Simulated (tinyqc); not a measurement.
# Square-lattice Ising model by mean field, Bethe lattice, transfer matrix, exact enumeration and Monte Carlo steps, step by step

A worked calculation. Computed by tinyqc, a small Python program that keeps every step. Command: `OMP_NUM_THREADS=1 python tinyqc.py 3009994 3009995 out.jsonl ising walk`. One thread of a shared host (Intel(R) Xeon(R) Processor @ 2.30GHz), about 1 s of CPU time with the checks. Intermediate numbers are printed to about 6 digits and carried at full precision; extremes and crossings named in words are read from the listed rows.

H = -J sum over nearest pairs s_i s_j, s = +-1, no field, periodic boundaries; energies per site are in J. As a lattice gas or an alloy, s marks which species holds the site.

Inputs (values chosen for the exercise, for a model lattice):

| quantity | value | unit |
|---|---|---|
| coupling J | 8.21 | meV |
| temperature T | 151 | K |
| strip width w | 2 | - |
| factor on the grid 1.5, 1.85, 2.1, 2.45, 2.65, 3.1, 3.6, 4.4 of k_B T/J | 1.03 | - |

Enumerated cell: 4 x 5. Monte Carlo rule: Metropolis.

Constants: k_B = 8.617333262e-05 eV/K.

## Reduced coupling

K = J/(k_B T). Onsager: k_B T_c/J = 2/ln(1 + sqrt 2); mean field: 4; Bethe lattice with z = 4: 2/ln 2.

K = 0.630948

critical temperatures (K): exact 216.192, Bethe 274.900, mean field 381.092

T lies below all three.

## Three theories of the infinite lattice

K = J/(k_B T). Mean field: m = tanh(4 K m), u = -2 m^2. Bethe: cavity field h = 3 artanh(tanh K tanh h), m = tanh(4h/3), u = -2 (tanh K + tanh^2 h)/(1 + tanh K tanh^2 h). Exact: m = [1 - sinh(2K)^(-4)]^(1/8) below T_c; u = -coth(2K) [1 + (2/pi)(2 tanh^2(2K) - 1) K1(k)], k = 2 sinh(2K)/cosh^2(2K), K1 the complete elliptic integral of the first kind. The largest root is taken.

m, mean field = 0.986326

u, mean field = -1.94568

cavity field h = 1.75487

m, Bethe = 0.981606

u, Bethe = -1.93345

m, exact = 0.980811

u, exact = -1.93212

Against the exact energy mean field misses by -0.014 J and Bethe by -0.001 J.

## Transfer matrix

Strip of w sites, periodic across (for w = 2 the pair is joined by two bonds): T(s, s') = exp(K [sum_i s_i s'_i + (r(s) + r(s'))/2]), r(s) = sum_i s_i s_(i+1).

T:
```
         ++      +-      -+       --
++  12.4758  1.0000  1.0000   1.0000
+-   1.0000  1.0000  0.0802   1.0000
-+   1.0000  0.0802  1.0000   1.0000
--   1.0000  1.0000  1.0000  12.4758
```

## Free energy and correlation length of the strip

With the eigenvalues l1 > l2: -f/(k_B T) = ln(l1)/w per site; xi = 1/ln(l1/l2) rows.

three largest eigenvalues: 13.7905  11.4758  0.9198

-f/(k_B T) = 1.31199

correlation length xi = 5.44248

xi/w = 2.721; for wide strips at T_c this ratio tends to 4/pi = 1.273, and T lies below T_c, where xi grows exponentially with w.

## Exact averages on the small cell

States of the 4 x 5 cell:

| E (J) | \|M\| | count |
|---|---|---|
| -40 | 20 | 2 |
| -32 | 18 | 40 |
| -28 | 16 | 80 |
| -24 | 4 | 10 |
| -24 | 12 | 50 |
| -24 | 14 | 240 |
| -24 | 16 | 300 |
| -20 | 0 | 44 |
| -20 | 2 | 80 |
| -20 | 6 | 80 |
| -20 | 8 | 160 |
| -20 | 10 | 408 |
| -20 | 12 | 680 |
| -20 | 14 | 960 |
| -16 | 0 | 260 |
| -16 | 2 | 640 |
| -16 | 4 | 1080 |
| -16 | 6 | 1280 |
| -16 | 8 | 1760 |
| -16 | 10 | 2200 |
| -16 | 12 | 3060 |
| -16 | 14 | 1080 |
| -12 | 0 | 2960 |
| -12 | 2 | 5800 |
| -12 | 4 | 5840 |
| -12 | 6 | 6680 |
| -12 | 8 | 7680 |
| -12 | 10 | 8400 |
| -12 | 12 | 3880 |
| -8 | 0 | 10380 |
| -8 | 2 | 21680 |
| -8 | 4 | 22650 |
| -8 | 6 | 23000 |
| -8 | 8 | 20620 |
| -8 | 10 | 11280 |
| -8 | 12 | 2020 |
| -4 | 0 | 30880 |
| -4 | 2 | 59640 |
| -4 | 4 | 54960 |
| -4 | 6 | 44240 |
| -4 | 8 | 25200 |
| -4 | 10 | 6680 |
| 0 | 0 | 48442 |
| 0 | 2 | 91280 |
| 0 | 4 | 72320 |
| 0 | 6 | 42880 |
| 0 | 8 | 15720 |
| 0 | 10 | 2040 |
| 4 | 0 | 46640 |
| 4 | 2 | 82600 |
| 4 | 4 | 55920 |
| 4 | 6 | 26200 |
| 4 | 8 | 5200 |
| 8 | 0 | 29000 |
| 8 | 2 | 49320 |
| 8 | 4 | 27960 |
| 8 | 6 | 8120 |
| 8 | 8 | 1180 |
| 12 | 0 | 11740 |
| 12 | 2 | 17960 |
| 12 | 4 | 8680 |
| 12 | 6 | 2160 |
| 16 | 0 | 3200 |
| 16 | 2 | 5360 |
| 16 | 4 | 1860 |
| 16 | 6 | 400 |
| 20 | 0 | 960 |
| 20 | 2 | 1200 |
| 20 | 4 | 600 |
| 24 | 0 | 200 |
| 24 | 2 | 280 |
| 24 | 4 | 60 |
| 28 | 0 | 40 |
| 28 | 2 | 80 |
| 32 | 0 | 10 |

Weights count x exp(-K E); N = 20; u = <E>/N, c = K^2 (<E^2> - <E>^2)/N in k_B, Binder U = 1 - <M^4>/(3 <M^2>^2).

ln Z / N = 1.30430

u, cell = -1.93126

heat capacity c, cell = 0.257101

<|m|>, cell = 0.980133

Binder cumulant U = 0.663097

The cell energy lies +0.001 J from the infinite lattice: deep in the ordered phase the correlation length is short and the cell is nearly exact.

## The methods across T_c

The grid values of k_B T/J times the given factor are rounded to 3 figures before use.

Order and energy:

| k_B T/J | T (K) | m mean field | m Bethe | m exact | <\|m\|> cell | u Bethe | u exact | u cell | U cell |
|---|---|---|---|---|---|---|---|---|---|
| 1.54 | 146.721 | 0.988282 | 0.984569 | 0.984020 | 0.983522 | -1.94368 | -1.94274 | -1.94210 | 0.663810 |
| 1.91 | 181.972 | 0.965557 | 0.945081 | 0.936056 | 0.935141 | -1.81637 | -1.80380 | -1.80310 | 0.651434 |
| 2.16 | 205.790 | 0.940398 | 0.889211 | 0.827477 | 0.867391 | -1.65932 | -1.59813 | -1.63570 | 0.628944 |
| 2.52 | 240.088 | 0.887083 | 0.721980 | 0.000000 | 0.729291 | -1.28862 | -1.08922 | -1.32984 | 0.567509 |
| 2.73 | 260.096 | 0.844848 | 0.512054 | 0.000000 | 0.646917 | -0.96773 | -0.94605 | -1.15837 | 0.518929 |
| 3.19 | 303.921 | 0.714001 | 0.000000 | 0.000000 | 0.505402 | -0.60720 | -0.74841 | -0.87206 | 0.406326 |
| 3.71 | 353.463 | 0.452673 | 0.000000 | 0.000000 | 0.409390 | -0.52640 | -0.61224 | -0.67621 | 0.303171 |
| 4.53 | 431.587 | 0.000000 | 0.000000 | 0.000000 | 0.331485 | -0.43447 | -0.48000 | -0.50635 | 0.204803 |

At k_B T/J = 1.54 all values of m agree within 0.005. At 2.52 the exact m is 0 while Bethe gives 0.72, mean field 0.89 and the cell 0.73: neglect of fluctuations raises T_c, and a finite cell rounds the transition. U falls from 0.664 (2/3 when ordered) to 0.205 (0 for a large disordered system).

## Metropolis steps

start configuration, 5 x 5, rows and columns numbered from 1:
```
    1   2   3   4   5
1  -1   1   1   1   1
2   1   1   1   1  -1
3   1  -1   1   1  -1
4   1   1   1  -1   1
5  -1   1  -1  -1   1
```

Random draws:

| step | row | column | u |
|---|---|---|---|
| 1 | 2 | 1 | 0.7483 |
| 2 | 4 | 5 | 0.9721 |
| 3 | 1 | 2 | 0.3496 |
| 4 | 1 | 3 | 0.2457 |
| 5 | 1 | 2 | 0.5463 |
| 6 | 2 | 2 | 0.3483 |
| 7 | 1 | 3 | 0.3395 |
| 8 | 3 | 5 | 0.6364 |
| 9 | 3 | 4 | 0.2608 |
| 10 | 5 | 3 | 0.1381 |
| 11 | 3 | 4 | 0.4790 |
| 12 | 2 | 5 | 0.3359 |
| 13 | 1 | 4 | 0.5718 |
| 14 | 2 | 2 | 0.0608 |

h is the sum of the four neighbours. dE = 2 J s h; flip if u < p = min(1, exp(-2 K s h)).

Steps:

| step | s before | h | p | s after |
|---|---|---|---|---|
| 1 | 1 | 0 | 1.00000 | -1 |
| 2 | 1 | 0 | 1.00000 | -1 |
| 3 | 1 | 2 | 0.08016 | 1 |
| 4 | 1 | 2 | 0.08016 | 1 |
| 5 | 1 | 2 | 0.08016 | 1 |
| 6 | 1 | 0 | 1.00000 | -1 |
| 7 | 1 | 2 | 0.08016 | 1 |
| 8 | -1 | 0 | 1.00000 | 1 |
| 9 | 1 | 2 | 0.08016 | 1 |
| 10 | -1 | 2 | 1.00000 | 1 |
| 11 | 1 | 2 | 0.08016 | 1 |
| 12 | -1 | 2 | 1.00000 | 1 |
| 13 | 1 | 2 | 0.08016 | 1 |
| 14 | -1 | 0 | 1.00000 | 1 |

configuration after the steps:
```
    1   2  3   4   5
1  -1   1  1   1   1
2  -1   1  1   1   1
3   1  -1  1   1   1
4   1   1  1  -1  -1
5  -1   1  1  -1   1
```

7 of the 14 steps changed a spin; the sum of spins went from 9 to 11.

Checks made by the program: ln Z of the cell against the trace of a power of the transfer matrix (relative difference below 1e-10).
